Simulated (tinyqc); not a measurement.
Transit time and capacitance from two cut-off frequencies.

Question. 1/(2 pi fT) = tauF + Vt C/JC, C the sum of the junction capacitances per area. Find C, tauF and the limit of fT at high current.

Inputs (values chosen for the exercise):
- T = 350 K (temperature)

Constants: q = 1.602176634e-19 C, kB = 1.380649e-23 J/K, Vt = kB T/q. Results are converted to the units shown.

JC (mA/um^2): 0.012  0.29
fT (GHz): 17.685134  83.076368

Answer. The delay is a straight line in 1/JC with slope Vt C and intercept tauF.

C = 2.940 fF/um^2
tauF = 1.610 ps
limit of fT = 98.85 GHz

Program tinyqc, `OMP_NUM_THREADS=1 python tinyqc.py 2320114 2320115 out.jsonl`; Intel Xeon 2.30GHz, shared host, one thread, about 0.01 s.
